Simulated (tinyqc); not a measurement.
Diffused layer (Gaussian), carriers, mobility and sheet resistance: effect of the background doping of the opposite type.

An n-type layer from the surface x = 0 to the junction xj, N(x) = N0 exp(-(x/Ld)^2). Local neutrality (no depletion at surface or junction, no spilling of carriers), intrinsic carriers neglected, full ionisation of active dopants.

xj = Ld sqrt(ln(N0/Nb)). Active dopant A = min(N, Ns); n = A - Nb; mobility mu = m1 + (m2 (T/300 K)^(-bt) - m1)/(1 + ((A + Nb)/Nr)^am). Dose = integral of N, carrier sheet density = integral of n, 1/Rs = q integral of n mu, mean mobility 1/(q Rs sheet density), Hall mobility (unit Hall factor) = integral of n mu^2 over integral of n mu, Hall sheet density = (integral of n mu)^2/integral of n mu^2; all from 0 to xj. Integrals on 4000 steps.

Parameters, values chosen for the exercise; values close to those of arsenic in silicon over a p-type background: temperature T = 350 K; peak chemical concentration N0 = 3.5e18 cm^-3; mobility limit at high doping m1 = 54.1 cm^2/(V s); mobility limit at low doping, at 300 K m2 = 1400 cm^2/(V s); reference doping of the mobility law Nr = 9.31e16 cm^-3; exponent of the mobility law am = 0.699; temperature exponent of m2 bt = 1.9; solubility limit of active dopant Ns = 1.97e20 cm^-3; diffusion length 2 sqrt(D t) Ld = 7.6 nm.

Constants: q = 1.602176634e-19 C. Results are converted to the units shown.

Effect of the background doping of the opposite type:
```
Nb (cm^-3)	xj (nm)	dose (cm^-2)	carriers (cm^-2)	Rs (ohm/square)	mean mobility (cm^2/(V s))	Rs xj (ohm nm)	Hall/true sheet density
1e14	24.58	2.357e12	2.357e12	1.620e4	163.4	3.983e5	0.8396
3.3e14	23.14	2.357e12	2.357e12	1.622e4	163.3	3.752e5	0.8410
1.1e15	21.58	2.357e12	2.355e12	1.625e4	163.1	3.508e5	0.8448
3.6e15	19.93	2.357e12	2.350e12	1.636e4	162.4	3.261e5	0.8539
1.2e16	18.11	2.356e12	2.334e12	1.666e4	160.6	3.016e5	0.8735
4e16	16.07	2.351e12	2.287e12	1.744e4	156.5	2.803e5	0.9070
1.3e17	13.79	2.333e12	2.154e12	1.948e4	148.8	2.686e5	0.9481
4.4e17	10.94	2.259e12	1.778e12	2.594e4	135.4	2.839e5	0.9832
```

As Nb goes from 1e14 to 4.4e17, xj falls from 24.6 to 10.9 nm, Rs rises from 16200 to 25900 ohm/square, the mean mobility falls from 163 to 135 cm^2/(V s) and the share of the dose that conducts falls from 100 to 78.7 %. For Nb = 1.2e16, 4e16, 1.3e17, 4.4e17 depletion at the junction, left out, would remove a tenth of the carriers or more.

tinyqc, about 0.01 s, one thread, Intel Xeon 2.30GHz (shared host): `OMP_NUM_THREADS=1 python tinyqc.py 2110164 2110165 out.jsonl`
